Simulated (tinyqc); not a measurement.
Inside a calculation: Fermi-Dirac statistics of conduction electrons. Values are carried at full precision from step to step, so a last printed digit may differ when a step is redone from the rounded ones.

Constants: hbar^2/2m0 = 3.80998211 eV angstrom^2; kB = 8.617333262e-05 eV/K; e^2/(4 pi eps0) = 14.39964547 eV angstrom.

Values chosen for the exercise (near those of Ge, lowest valleys alone; the results hold for these values, not for the real material): m = 0.5712 m0 (density-of-states mass of the conduction band); T = 400 K; n = 3.8e+19 1/cm^3 (electron density); eps = 16.5 (static dielectric constant); alpha = 0.68 1/eV (non-parabolicity).

## Reduced density

N = 2 (m kB T/(4 pi c))^(3/2) with c = hbar^2/2m0, in 1/angstrom^3; times 1e24 for 1/cm^3; u = n/Nc.

kT = 0.034469 eV
Nc = 1.6679e+19 1/cm^3
u = n/Nc = 2.2784

## Reduced Fermi level by five rules

F_j(eta) = (1/Gamma(j + 1)) integral_0^infinity x^j dx/(1 + exp(x - eta)), which tends to exp(eta) for eta << 0.

With u = n/Nc: Boltzmann eta = ln u; Joyce-Dixon eta = ln u + u/sqrt(8) - 4.95009e-3 u^2 + 1.48386e-4 u^3 - 4.42563e-6 u^4; Nilsson eta = ln u/(1 - u^2) + v/(1 + (0.24 + 1.08 v)^-2) with v = (3 sqrt(pi) u/4)^(2/3); fully degenerate limit eta = v; exact: F_1/2(eta) = u.

Find eta = (EF - Ec)/kT by each rule.

eta: Boltzmann 0.823, Joyce-Dixon 1.605, Nilsson 1.608, degenerate 2.093, exact 1.605

Against the exact value the errors are Boltzmann -0.781, Joyce-Dixon 0.000, Nilsson +0.003, degenerate limit +0.488 (in kT).

## Exact eta by Newton steps

Solve ln F_1/2(eta) = ln u from the Boltzmann value; dF_1/2/d eta = F_-1/2, so the step is -ln(F_1/2/u) F_1/2/F_-1/2. Stop below 1e-9.

Newton steps:
```
step       eta    F_1/2    F_-1/2  step taken
1     0.823453  1.40125  0.948626       0.718
2     1.541473  2.19705   1.26754      0.0630
3     1.604456  2.27775   1.29509    0.000463
4     1.604919  2.27835   1.29529    2.48e-08
5     1.604919  2.27835   1.29529    3.91e-16
```

Converged in 5 steps.

## Mean energy, Einstein relation and screening

eta = 1.60492

Mean kinetic energy <E> = (3/2) kT F_3/2/F_1/2; D/mu = (kT/e) F_1/2/F_-1/2; dn/dEF = (Nc/kT) F_-1/2; screening length L = (4 pi (e^2/(4 pi eps0)) (dn/dEF)/eps)^(-1/2), with dn/dEF in 1/(angstrom^3 eV) (1/cm^3 = 1e-24/angstrom^3).

F_-1/2, F_1/2, F_3/2: [1.295, 2.278, 3.160]

<E> = 71.71 meV
D/mu = 60.63 mV
dn/dEF = 6.268e+20 1/(cm^3 eV)
L = 12.06 angstrom

EF lies within 2 kT of the edge. D/mu is 1.759 times kT/e and <E> is 1.387 times (3/2) kT; the Debye formula, with n/kT in place of dn/dEF, would give L = 9.095 angstrom.

## Fermi level in the non-parabolic band

Non-parabolic band E (1 + alpha E) = c k^2/m: n = Nc (2/sqrt(pi)) integral_0^infinity sqrt(x (1 + a x)) (1 + 2 a x) dx/(1 + exp(x - eta)) with a = alpha kT and eta = (EF - Ec)/kT; a = 0 gives n = Nc F_1/2(eta).

Solve for eta at the same n.

a = 0.02344
eta = 1.408
EF - Ec = 48.54 meV

The extra states lower EF by 6.78 meV against the parabolic band.

## Checks

- Non-parabolic integral at a = 0 against F_1/2(2): both 2.823721.
- F_1/2(40) against the Sommerfeld form (4/(3 sqrt(pi))) eta^(3/2) (1 + pi^2/(8 eta^2)): both 190.45.

Computed by tinyqc, a small Python program: `OMP_NUM_THREADS=1 python tinyqc.py 1681225 1681226 out.jsonl` (the numbers bound the seed that draws the inputs); one thread of a shared host (Intel(R) Xeon(R) Processor @ 2.30GHz), about 0.02 s for the whole set of steps.
